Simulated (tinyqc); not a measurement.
Gate work function from the charge.

Problem. For an undoped double gate, Q = 8 eps0 eps_r Vt beta tan(beta)/ts with 0 < beta < pi/2, and at the source (Vg - dphi)/(2 Vt) - ln[(2/ts) sqrt(2 eps0 eps_r Vt/(q ni))] = ln(beta) - ln(cos beta) + 2 r beta tan(beta), r = eps_r tox/(eox ts). Find beta and dphi.

Parameters, values chosen for the exercise; material values close to those of silicon: temperature T = 300 K; relative permittivity of the semiconductor eps_r = 11.7; relative permittivity of the gate insulator eox = 7.26; insulator thickness tox = 2.6 nm; body thickness ts = 10 nm; gate voltage Vg = 1.26 V.

Constants: q = 1.602176634e-19 C, kB = 1.380649e-23 J/K, Vt = kB T/q, eps0 = 8.8541878128e-14 F/cm where lengths are in cm. Results are converted to the units shown.

Qs = 3088.2316 nC/cm^2
ni = 8.7336891e9 cm^-3

Answer. beta tan(beta) rises from 0 without bound on the interval, so the charge fixes beta; the second relation is then explicit in dphi. At this charge the surface density passes 0.3 Nc, so the classical Boltzmann model is only formal.

beta = 1.469
dphi = 0.01000 V

Numbers from tinyqc (`OMP_NUM_THREADS=1 python tinyqc.py 2440129 2440130 out.jsonl`; about 0.01 s on one thread of a shared Intel Xeon 2.30GHz).
